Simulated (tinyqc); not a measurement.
Monte Carlo simulation of one carrier in a uniform electric field: one step, computed by the program tinyqc.

The force e F acts along +z. Flights end at the constant total rate Gamma; the part of Gamma that the real rates do not fill is self-scattering, which leaves k unchanged. One valley, no impurities; equivalent final valleys enter only through Z_f in the optical rate.

Task: Scattering event 2. Kane band: hbar^2 k^2/(2 m) = E (1 + alpha E), speed v = hbar k/(m (1 + 2 alpha E)), states per spin, volume and energy g(E) = m k (1 + 2 alpha E)/(2 pi^2 hbar^2); overlap factors are set to 1. Masses are multiplied by m_0 and all formulas are in SI units. Phonon occupation N_q = 1/(exp(hbar w/(k_B T)) - 1). Acoustic deformation potential (elastic, equipartition, absorption and emission together): 1/tau = 2 pi k_B T D_A^2 g(E)/(hbar rho v_l^2). Optical or intervalley deformation potential: 1/tau = (pi Z_f D_o^2/(rho w)) [N_q g(E + hbar w) + (N_q + 1) g(E - hbar w)], with g = 0 below the band edge. Choice: with cumulative rates in the order acoustic, absorption, emission, the process is the first whose sum exceeds r2 Gamma; if none, self-scattering. Final state: E' = E, E + hbar w or E - hbar w gives k'. Isotropic processes: cos(theta) = 1 - 2 r3 from the z axis, phi = 2 pi r4, k' (sin theta cos phi, sin theta sin phi, cos theta). Use row 2 of the random numbers.

Inputs (values chosen for the exercise, modelled on electrons in germanium):

| quantity | value | unit |
|---|---|---|
| effective mass m | 0.221 | m_0 |
| non-parabolicity alpha | 0.71 | 1/eV |
| density rho | 5323 | kg/m^3 |
| sound velocity v_l | 5420 | m/s |
| acoustic deformation potential D_A | 12 | eV |
| phonon energy hbar w | 31.9 | meV |
| optical or intervalley deformation potential D_o | 5.1 | 1e8 eV/cm |
| final valleys Z_f | 3 | - |
| lattice temperature T | 350 | K |

Crystal: non-polar. Band: Kane.

k at the end of the flight (1/nm): -0.1901583  -0.3017327  -0.4113799

Random numbers (0.02 to 0.98, from up to 60 sets tried for early real events), one row a flight:
```
       r1      r2      r3      r4
1  0.7977  0.0258  0.8805  0.6605
2  0.4935  0.2953  0.3918  0.3937
3  0.3716  0.7507  0.1851  0.3727
4  0.5738  0.8813  0.4865  0.4058
5  0.8255  0.1178  0.2382  0.5478
6  0.7684  0.4957  0.4066  0.3248
7  0.0462  0.7107  0.6680  0.2965
```

Gamma = 86.03205 1e12/s

Constants: hbar = 1.054571817e-34 J s; m_0 = 9.1093837015e-31 kg; e = 1.602176634e-19 C; k_B = 1.380649e-23 J/K; hbar = 6.582119569e-16 eV s; k_B = 8.617333262e-05 eV/K.

Give: cumulative rates; r2 Gamma; process chosen; k after event 2, the start of the next flight.

Result:

cumulative rates (1e12/s): acoustic 3.636, absorption 4.574, emission 5.699

r2 Gamma = 25.41 1e12/s

Process chosen: self-scattering

k after event 2, the start of the next flight (1/nm): -0.1902  -0.3017  -0.4114
